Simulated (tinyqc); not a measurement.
# Microkinetic model of low-temperature epitaxy from hydride gases: adsorption, hydrogen desorption and rate control, step by step

A worked calculation. Computed by tinyqc, a small Python program that keeps every step. Command: `OMP_NUM_THREADS=1 python tinyqc.py 3005645 3005646 out.jsonl hepi walk`. One thread of a shared host (Intel(R) Xeon(R) Processor @ 2.30GHz), about 0.01 s of CPU time with the checks. Intermediate numbers are printed to about 5 digits and carried at full precision; extremes and crossings named in words are read from the listed rows.

Each hydride molecule needs two free sites and leaves four hydrogen atoms, of which two leave at once as H2; theta is the hydrogen coverage, the site density is 6.78 per nm^2 and one layer is 1.358 angstrom thick.

Inputs (values chosen for the exercise, close to those used for silane on Si(001)):
```
quantity                            value  unit
silane pressure p_S                 0.017    Pa
sticking prefactor of silane s0      0.11     -
adsorption barrier E_s               0.28    eV
desorption prefactor nu_d         2.3e+12   1/s
desorption energy on silicon E_d     2.14    eV
hydrogen carrier pressure p_H           0    Pa
sticking of hydrogen s_H          3.1e-07     -
temperature T                         650     C
```

Film: silicon. Order of hydrogen desorption: first.

Constants: k_B = 8.617333262e-05 eV/K; u = 1.6605390666e-27 kg; k_B = 1.380649e-23 J/K.

## Rate constants

Flux per site F = p/(sqrt(2 pi M k_B T) x 6.78e18 per m^2), M = 32.12 u (silane), 2.016 u (hydrogen); s = s0 exp(-E_s/(k_B T)); k_S = s F_S = k; k_H = s_H F_H; k_d = nu_d exp(-E_d/(k_B T)). Temperatures in kelvin are T(C) + 273.15.

k = 0.12495 1/s

k_H = 0 1/s

k_d = 4.7727 1/s

## Coverage and growth rate

With k the hydride and k_H the hydrogen adsorption rate on free pairs and k_d the desorption rate, steady state: 2 (k + k_H)(1 - theta)^2 = k_d theta; growth rate R = k (1 - theta)^2 layers/s; 1 layer/s = 8.148 nm/min. With c = 2 (k + k_H)/k_d the free share is 1 - theta = 2/(1 + sqrt(1 + 4c)).

c = 0.052358

hydrogen coverage theta = 0.047502

growth rate R in layers = 0.11336 layers/s

growth rate G = 0.92363 nm/min

The surface is mostly bare: the arrival of hydride limits growth.

## Degrees of rate control

X_i = d ln R/d ln k_i at fixed other constants. With f = 1 - theta and a = 2/f + 1/theta: d ln f/d ln k_d = 1/(a f), so X_d = 2/(a f), X_k = 1 - X_d k/(k + k_H), X_H = -X_d k_H/(k + k_H); they sum to 1.

X_d (desorption) = 0.090696

X_k (hydride adsorption) = 0.90930

X_H (hydrogen adsorption) = 0

## Two regimes over temperature

Limits: desorption-limited R = k_d k/(2 (k + k_H)), adsorption-limited R = k.

Growth:
```
T (C)       theta  G (nm/min)  desorption limit (nm/min)  adsorption limit (nm/min)
400    9.4881e-01  8.4538e-04                 8.9099e-04                     0.3226
450    8.5050e-01  9.7125e-03                 1.1420e-02                     0.4345
500    6.5088e-01  6.8495e-02                 1.0523e-01                     0.5620
550    3.7312e-01  2.7627e-01                 7.4044e-01                     0.7030
600    1.4880e-01  6.2000e-01                 4.1665e+00                     0.8557
650    4.7502e-02  9.2363e-01                 1.9444e+01                     1.0181
700    1.4886e-02  1.1530e+00                 7.7456e+01                     1.1881
750    5.0099e-03  1.3504e+00                 2.6956e+02                     1.3641
800    1.8423e-03  1.5386e+00                 8.3518e+02                     1.5443
850    7.3717e-04  1.7248e+00                 2.3398e+03                     1.7274
```

The apparent activation energy of G is 2.05 eV between the first rows and 0.24 eV between the last; full hydrogen cover gives a value near the desorption energy (plus E_s where k_H far exceeds k), a bare surface one near E_s less k_B T/2 from the flux. The coverage passes one half between 500 and 550 C, the knee of the Arrhenius plot.

Checks made by the program: steady coverage against time integration of d theta/dt (relative difference below 1e-10); degree of control against a finite difference (relative difference 1e-09).
